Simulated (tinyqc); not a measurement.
Inside a calculation. Method: CIS and TDHF on RHF in the 6-311g basis, for He, spin multiplicity 1. One step of it, computed by the program tinyqc.

Task: TDHF (RPA) singlet states. B(ia,jb) = 2 (ia|jb) - (ib|ja); the squared energies are the eigenvalues of (A - B)(A + B); 1 hartree = 27.211386 eV.

CIS matrix A, singlet (hartree):
```
          1>2       1>3
1>2  1.379813  0.021703
1>3  0.021703  6.486534
```

Two-electron integrals over orbitals (pq|rs), unique and non-zero (hartree):
```
(11|11) 1.026153    (21|11) -0.277318   (21|21) 0.146549    (22|11) 0.659589
(22|21) -0.113630   (22|22) 0.506646    (31|11) -0.173910   (31|21) 0.125599
(31|22) -0.078781   (31|31) 0.216548    (32|11) 0.229495    (32|21) -0.120916
(32|22) 0.102674    (32|31) -0.148688   (32|32) 0.127591    (33|11) 1.176980
(33|21) -0.380997   (33|22) 0.727303    (33|31) -0.386668   (33|32) 0.380658
(33|33) 1.599956
```

Give: TDHF matrix B, singlet; squared energies w^2; TDHF energies from the positive w^2.

Result:

TDHF matrix B, singlet (hartree):
```
        1>2     1>3
1>2  0.1465  0.1256
1>3  0.1256  0.2165
```

squared energies w^2 (hartree^2): 1.8769  42.0031

TDHF energies from the positive w^2 (eV): 37.2798  176.3565
